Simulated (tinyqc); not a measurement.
Heavy doping: band filling, gap narrowing, band tails and the effective intrinsic density: one step, computed by the program tinyqc. Command: `OMP_NUM_THREADS=1 python tinyqc.py 3021636 3021637 out.jsonl gapnarrow walk`. One thread of a shared host (Intel(R) Xeon(R) Processor @ 2.30GHz), about 0.03 s of CPU time with the checks.

An n-type crystal above its Mott density, with all dopants ionised: n = N_D - N_A, ionised centres N_I = N_D + N_A. Valleys are taken as spherical with mass m_e.

Task: What optics and devices see. n = M_c (1/(2 pi^2)) (m_e/(hbar^2/2m_0))^(3/2) int sqrt(E) f dE, f = 1/(1 + exp((E - E_F)/k_B T)); trapezoid rule in t = sqrt(E/k_B T), step 0.02 up to 12; E_F by bisection from the band edge. Absorption edge of a direct gap, from the valence band at k_F (T = 0 value) to the Fermi level: E_g - narrowing + E_F + (hbar^2/2m_0) k_F^2/m_h, k_F = (3 pi^2 n)^(1/3); the shift is the edge less E_g. n p/n_i^2 = exp(narrowing/k_B T) x (n/N) exp(-E_F/k_B T), N being the limit of n exp(-E_F/k_B T) far below the edge (taken at E_F = -12 k_B T); apparent narrowing = k_B T ln(n p/n_i^2).

Inputs (values chosen for the exercise, modelled on CdTe):

| quantity | value | unit |
|---|---|---|
| gap E_g | 1.54 | eV |
| electron mass m_e | 0.098 | m_0 |
| valleys M_c | 1 | - |
| hole mass m_h | 0.632 | m_0 |
| temperature T | 150 | K |

Conduction band: parabolic.

n = 3.10e+18 cm^-3

E_F above the band edge = 77.28398 meV

gap narrowing = 41.74329 meV

Constants: k_B = 8.617333262e-05 eV/K; hbar^2/(2 m_0) = 3.80998212 eV angstrom^2.

Give: shift of the absorption edge; absorption edge; apparent narrowing; log10(n p/n_i^2).

Result:

shift of the absorption edge = 47.81 meV

absorption edge = 1.588 eV

apparent narrowing = -4.096 meV

log10(n p/n_i^2) = -0.1376

Degeneracy takes back 45.8 meV of the 41.7 meV of narrowing, so the minority density ends below its ideal value n_i^2/n. Caution: the screening length is well below a*, where static Thomas-Fermi screening overstates the Coulomb hole.
